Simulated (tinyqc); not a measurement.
# Input admittance of a MOSFET at zero drain bias: distributed channel and distributed gate: dividing a fixed width into fingers

Source and drain grounded, strong inversion, w = 2 pi f, Cox = eps0 eox/tox. The channel is an RC line of resistance 1/(mu Cox Vo) per square fed from both ends, so one finger has the intrinsic admittance y = i w Cox L tanh(g)/g per width, g = (1/2) sqrt(i w tau), tau = L^2/(mu Vo). The vertical resistance rv/L is in series with y, the overlaps 2 i w Cov in parallel: y_t = 1/(1/y + rv/L) + 2 i w Cov. The gate strip is a line of Rsh/L per length loaded by y_t, so a finger has Y = y_t Wf tanh(k)/k, k = (Wf/sd) sqrt(y_t Rsh/L); the device has Nf Y.

Low-frequency limits, with c = Cox L and ct = c + 2 Cov: R_strip = Rsh Wf/(3 sd^2 L Nf), R_ch = (c/ct)^2 L/(12 mu Cox Vo Wf Nf), R_vert = (c/ct)^2 rv/(L Wf Nf), C = ct Wf Nf. Total width Wf Nf = 450 um; each finger also has a contact resistance Rc at each contacted end, which adds Rc/(sd Nf). The resistances are low-frequency limits, good while |k| is below about 1; the far-point signal is |1/cosh k| at f, without Rc.

Inputs (values chosen for the exercise); values of the order met in silicon radio-frequency transistors:
- eox = 24.5 (relative permittivity of the gate insulator (close to zirconium oxide))
- tox = 20 nm (insulator thickness)
- L = 0.13 um (channel length)
- mu = 360 cm^2/(V s) (channel mobility)
- Vo = 0.45 V (gate overdrive)
- Rsh = 3.3 ohm/square (sheet resistance of the gate)
- rv = 0 ohm um^2 (vertical resistivity of the gate stack)
- sd = 2 (number of ends at which a finger is contacted)
- Cov = 0.35 fF/um (overlap and fringe capacitance on each side)
- f = 56 GHz (frequency)

Constants: eps0 = 8.8541878128e-14 F/cm where lengths are in cm. Results are converted to the units shown.

The same in every row: R_ch + R_vert (ohm) = 0.06118.

Dividing a fixed width into fingers:
```
Nf   Wf (um)  R_strip (ohm)  Rc/(sd Nf) for Rc = 30 ohm (ohm)  sum (ohm)  signal at the far point
1      450.0          951.9                             15.00      967.0                5.268e-10
2      225.0          238.0                             7.500      245.5                 3.246e-5
4      112.5          59.50                             3.750      63.31                 0.008057
8      56.25          14.87                             1.875      16.81                   0.1266
16     28.12          3.718                            0.9375      4.717                   0.5343
32     14.06         0.9296                            0.4688      1.460                   0.9267
64     7.031         0.2324                            0.2344     0.5280                   0.9932
128    3.516        0.05810                            0.1172     0.2365                   0.9991
```

R_strip falls as 1/Nf^2, from 952 to 0.0581 ohm, the contact term as 1/Nf, and R_ch + R_vert stays at 0.0612 ohm since the total width is fixed. The sum stays over 1.5 times that floor in every row. More fingers add wiring capacitance, which is left out.

Computed by the program tinyqc: `OMP_NUM_THREADS=1 python tinyqc.py 2262144 2262145 out.jsonl`, one thread of a shared Intel Xeon 2.30GHz, about 0.01 s for the whole run.
